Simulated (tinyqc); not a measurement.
Q-state Potts model on a small periodic square lattice: enumeration, Metropolis, heat-bath and Wolff steps: one step, computed by the program tinyqc. Command: `OMP_NUM_THREADS=1 python tinyqc.py 3112325 3112326 out.jsonl potts walk`. One thread of a shared host (Intel(R) Xeon(R) Processor @ 2.30GHz), about 0.07 s of CPU time with the checks.

E = -J x (number of nearest-neighbour bonds with equal states); n x n sites with periodic edges have 2 n^2 bonds. Order parameter m = (q f - 1)/(q - 1), f being the largest share of one state. Sites are numbered row by row from 0. Here q = 2 and n = 4.

Question. Eight single-site steps. Site = floor(r1 n^2). Trial state = (old + 1 + floor(r2 (q - 1))) mod q; it is accepted if r3 < min(1, exp(K db)), db the change in equal bonds.

Inputs (values chosen for the exercise, for a model of domains or grain orientations): temperature T = 810 K.

Update: Metropolis.

start states:
$$\begin{pmatrix}
0 & 0 & 0 & 0 \\
1 & 0 & 0 & 1 \\
1 & 1 & 0 & 0 \\
0 & 0 & 0 & 0
\end{pmatrix}$$

random numbers, one row a step:
$$\begin{pmatrix}
0.9163 & 0.6333 & 0.4581 \\
0.9777 & 0.3084 & 0.8437 \\
0.9741 & 0.5249 & 0.2140 \\
0.8560 & 0.0824 & 0.4620 \\
0.9847 & 0.0195 & 0.1080 \\
0.3072 & 0.2587 & 0.3555 \\
0.9158 & 0.1853 & 0.6199 \\
0.4571 & 0.6560 & 0.2161
\end{pmatrix}$$

K = 0.7879611

Give: the table «Steps» with the columns old, trial, db, acceptance, new; states afterwards.

Answer.

Steps:
```
site  old  trial  db  acceptance  new
14      0      1  -4       0.043    0
15      0      1  -4       0.043    0
15      0      1  -4       0.043    0
13      0      1  -2       0.207    0
15      0      1  -4       0.043    0
4       1      0   0       1.000    0
14      0      1  -4       0.043    0
7       1      0   4       1.000    0
```

states afterwards:
$$\begin{pmatrix}
0 & 0 & 0 & 0 \\
0 & 0 & 0 & 0 \\
1 & 1 & 0 & 0 \\
0 & 0 & 0 & 0
\end{pmatrix}$$
